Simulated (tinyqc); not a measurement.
Inside a calculation. Method: LDA (VWN5) atom on a uniform radial grid, spin-unpolarised, for C. Computed by tinyqc, a small Python program that keeps every step. Settings: Z = 6, points = 128, R = 11.9, functional = lda,vwn, mixing = 0.6, iteration cap = 90. Command: `OMP_NUM_THREADS=1 python tinyqc.py 21418 21419 out.jsonl` (the two numbers bound the seeds that draw the settings). One thread of a shared host (Intel(R) Xeon(R) Processor @ 2.60GHz), about 0.1 s of CPU time with the checks. Later iterations appear only in the table of the cycle.

## Iteration 1

Spherical atom on a uniform radial grid r_j = j h with h = R/(N + 1), h sum u^2 = 1 and integrals as h times sums, u(0) = u(R) = 0 (atomic units):

| parameter | value |
|---|---|
| Z | 6 |
| points N | 128 |
| R | 11.900000 |
| h | 0.092248 |
| mixing | 0.600000 |
| electrons in 1s | 2 |
| electrons in 2s | 2 |
| electrons in 2p | 2 |

Three-point differences turn -u''/2 + [l(l+1)/2r^2 - Z/r + V] u = e u into a tridiagonal matrix (diagonal 1/h^2 + potential, off-diagonal -1/2h^2). D = sum f u^2; the Hartree potential y/r solves y'' = -D/r with y(0) = 0, y(R) = N_e; v_xc comes from rho = D/(4 pi r^2); E = sum f e - int D V + int D (V_H/2 + eps_xc); V(new) = V + mixing (V_H + v_xc - V).

eigenvalues (hartree): 1s -16.79922, 2s -4.41699, 2p -4.53008

Every 8th grid point:

| r | V in | u(1s) | u(2s) | u(2p) | D | V_H | v_xc |
|---|---|---|---|---|---|---|---|
| 0.73798 | 0.00000 | 0.29578 | -0.99460 | 1.07147 | 4.44955 | 7.05712 | -0.92931 |
| 1.47597 | 0.00000 | 0.00862 | -0.64378 | 0.45982 | 1.25193 | 4.03108 | -0.40693 |
| 2.21395 | 0.00000 | 0.00019 | -0.17925 | 0.11184 | 0.08928 | 2.70926 | -0.14324 |
| 2.95194 | 0.00000 | 3.67e-06 | -0.03744 | 0.02156 | 0.00373 | 2.03255 | -0.04671 |
| 3.68992 | 0.00000 | 6.68e-08 | -0.00674 | 0.00366 | 0.00012 | 1.62605 | -0.01420 |
| 4.42791 | 0.00000 | 1.17e-09 | -0.00111 | 0.00057 | 3.12e-06 | 1.35504 | -0.00403 |
| 5.16589 | 0.00000 | 1.99e-11 | -0.00017 | 0.00008 | 7.33e-08 | 1.16146 | -0.00108 |
| 5.90388 | 0.00000 | 0 | -2.54e-05 | 1.21e-05 | 1.58e-09 | 1.01628 | -0.00028 |
| 6.64186 | 0.00000 | 0 | -3.63e-06 | 1.66e-06 | 3.19e-11 | 0.90336 | -0.00007 |
| 7.37984 | 0.00000 | 0 | -5.07e-07 | 2.24e-07 | 0 | 0.81303 | 0.00000 |
| 8.11783 | 0.00000 | 0 | -6.91e-08 | 2.95e-08 | 0 | 0.73911 | 0.00000 |
| 8.85581 | 0.00000 | 0 | -9.27e-09 | 3.82e-09 | 0 | 0.67752 | 0.00000 |
| 9.59380 | 0.00000 | 0 | -1.23e-09 | 4.89e-10 | 0 | 0.62540 | 0.00000 |
| 10.33178 | 0.00000 | 0 | -1.60e-10 | 6.18e-11 | 0 | 0.58073 | 0.00000 |
| 11.06977 | 0.00000 | 0 | -2.05e-11 | 0 | 0 | 0.54202 | 0.00000 |
| 11.80775 | 0.00000 | 0 | 0 | 0 | 0 | 0.50814 | 0.00000 |

total energy = -31.6243936 hartree

## Iteration 2

As before.

eigenvalues (hartree): 1s -10.61579, 2s -1.46696, 2p -1.22246

Every 8th grid point:

| r | V in | u(1s) | u(2s) | u(2p) | D | V_H | v_xc |
|---|---|---|---|---|---|---|---|
| 0.73798 | 3.67669 | 0.37586 | -0.66250 | 0.79852 | 2.43561 | 6.09795 | -0.76897 |
| 1.47597 | 2.17449 | 0.01948 | -0.80620 | 0.72203 | 2.34333 | 3.84722 | -0.49358 |
| 2.21395 | 1.53961 | 0.00083 | -0.44913 | 0.41308 | 0.74471 | 2.68681 | -0.27119 |
| 2.95194 | 1.19150 | 3.31e-05 | -0.19763 | 0.19731 | 0.15598 | 2.03014 | -0.14249 |
| 3.68992 | 0.96711 | 1.27e-06 | -0.07771 | 0.08578 | 0.02679 | 1.62580 | -0.07372 |
| 4.42791 | 0.81061 | 4.76e-08 | -0.02863 | 0.03521 | 0.00412 | 1.35502 | -0.03769 |
| 5.16589 | 0.69623 | 1.76e-09 | -0.01010 | 0.01390 | 0.00059 | 1.16146 | -0.01899 |
| 5.90388 | 0.60960 | 6.44e-11 | -0.00346 | 0.00533 | 0.00008 | 1.01628 | -0.00942 |
| 6.64186 | 0.54197 | 0 | -0.00116 | 0.00200 | 1.07e-05 | 0.90336 | -0.00461 |
| 7.37984 | 0.48782 | 0 | -0.00038 | 0.00074 | 1.38e-06 | 0.81303 | -0.00223 |
| 8.11783 | 0.44347 | 0 | -0.00012 | 0.00027 | 1.74e-07 | 0.73911 | -0.00107 |
| 8.85581 | 0.40651 | 0 | -3.94e-05 | 0.00010 | 2.17e-08 | 0.67752 | -0.00051 |
| 9.59380 | 0.37524 | 0 | -1.25e-05 | 3.42e-05 | 2.66e-09 | 0.62540 | -0.00024 |
| 10.33178 | 0.34844 | 0 | -3.89e-06 | 1.20e-05 | 3.16e-10 | 0.58073 | -0.00011 |
| 11.06977 | 0.32521 | 0 | -1.13e-06 | 3.84e-06 | 3.20e-11 | 0.54202 | -0.00005 |
| 11.80775 | 0.30488 | 0 | -9.62e-08 | 3.42e-07 | 0 | 0.50814 | 0.00000 |

total energy = -34.8004166 hartree

## Iteration 3

As before.

eigenvalues (hartree): 1s -9.20027, 2s -0.71892, 2p -0.45425

Every 8th grid point:

| r | V in | u(1s) | u(2s) | u(2p) | D | V_H | v_xc |
|---|---|---|---|---|---|---|---|
| 0.73798 | 4.66806 | 0.39313 | -0.55367 | 0.64260 | 1.74806 | 5.64851 | -0.69317 |
| 1.47597 | 2.88198 | 0.02282 | -0.78671 | 0.70628 | 2.23654 | 3.67087 | -0.48652 |
| 2.21395 | 2.06522 | 0.00113 | -0.53594 | 0.52636 | 1.12859 | 2.63901 | -0.30769 |
| 2.95194 | 1.60919 | 0.00005 | -0.29887 | 0.34104 | 0.41127 | 2.01896 | -0.19055 |
| 3.68992 | 1.31809 | 2.40e-06 | -0.15219 | 0.20591 | 0.13112 | 1.62332 | -0.11840 |
| 4.42791 | 1.11464 | 1.08e-07 | -0.07373 | 0.11934 | 0.03936 | 1.35447 | -0.07416 |
| 5.16589 | 0.96398 | 4.83e-09 | -0.03465 | 0.06739 | 0.01149 | 1.16134 | -0.04677 |
| 5.90388 | 0.84796 | 2.14e-10 | -0.01596 | 0.03739 | 0.00331 | 1.01625 | -0.02962 |
| 6.64186 | 0.75604 | 0 | -0.00725 | 0.02048 | 0.00094 | 0.90336 | -0.01879 |
| 7.37984 | 0.68160 | 0 | -0.00325 | 0.01111 | 0.00027 | 0.81302 | -0.01192 |
| 8.11783 | 0.62021 | 0 | -0.00145 | 0.00597 | 0.00008 | 0.73911 | -0.00755 |
| 8.85581 | 0.56881 | 0 | -0.00064 | 0.00318 | 2.11e-05 | 0.67752 | -0.00476 |
| 9.59380 | 0.52519 | 0 | -0.00028 | 0.00167 | 5.73e-06 | 0.62540 | -0.00298 |
| 10.33178 | 0.48775 | 0 | -0.00012 | 0.00084 | 1.44e-06 | 0.58073 | -0.00182 |
| 11.06977 | 0.45526 | 0 | -4.56e-05 | 0.00036 | 2.67e-07 | 0.54202 | -0.00100 |
| 11.80775 | 0.42684 | 0 | -4.41e-06 | 3.70e-05 | 2.78e-09 | 0.50814 | -0.00021 |

total energy = -35.0654308 hartree

## Convergence

Stop when input and output potentials agree to 1e-7.

Course of the cycle (hartree):

| iteration | E | e(1s) | e(2s) | e(2p) | largest \|V(out) - V(in)\| |
|---|---|---|---|---|---|
| 1 | -31.6243936 | -16.79922 | -4.41699 | -4.53008 | 1.27e+01 |
| 2 | -34.8004166 | -10.61579 | -1.46696 | -1.22246 | 2.85e+00 |
| 3 | -35.0654308 | -9.20027 | -0.71892 | -0.45425 | 4.01e-01 |
| 4 | -35.0699971 | -9.00244 | -0.54877 | -0.28896 | 9.56e-02 |
| 5 | -35.0703273 | -8.96690 | -0.49858 | -0.24091 | 3.71e-02 |
| 6 | -35.0703805 | -8.95139 | -0.47905 | -0.22221 | 1.41e-02 |
| 7 | -35.0703890 | -8.94539 | -0.47171 | -0.21518 | 5.38e-03 |
| 8 | -35.0703904 | -8.94299 | -0.46892 | -0.21252 | 2.05e-03 |
| 9 | -35.0703906 | -8.94203 | -0.46787 | -0.21151 | 7.83e-04 |
| 10 | -35.0703906 | -8.94165 | -0.46747 | -0.21113 | 3.01e-04 |
| 11 | -35.0703906 | -8.94150 | -0.46732 | -0.21098 | 1.19e-04 |
| 12 | -35.0703906 | -8.94144 | -0.46727 | -0.21093 | 4.70e-05 |
| 13 | -35.0703906 | -8.94142 | -0.46725 | -0.21091 | 1.85e-05 |
| 14 | -35.0703906 | -8.94141 | -0.46724 | -0.21090 | 7.23e-06 |
| 15 | -35.0703906 | -8.94141 | -0.46724 | -0.21090 | 2.82e-06 |
| 16 | -35.0703906 | -8.94141 | -0.46723 | -0.21090 | 1.10e-06 |
| 17 | -35.0703906 | -8.94141 | -0.46723 | -0.21090 | 4.25e-07 |
| 18 | -35.0703906 | -8.94141 | -0.46723 | -0.21090 | 1.64e-07 |
| 19 | -35.0703906 | -8.94141 | -0.46723 | -0.21090 | 6.32e-08 |

Converged in 19 iterations. A uniform grid resolves the cusp poorly: for a bare nucleus this grid gives 1s at -16.79922 against -Z^2/2 = -18 hartree. Before convergence this energy mixes input and output and is not variational, so it may rise towards its limit.
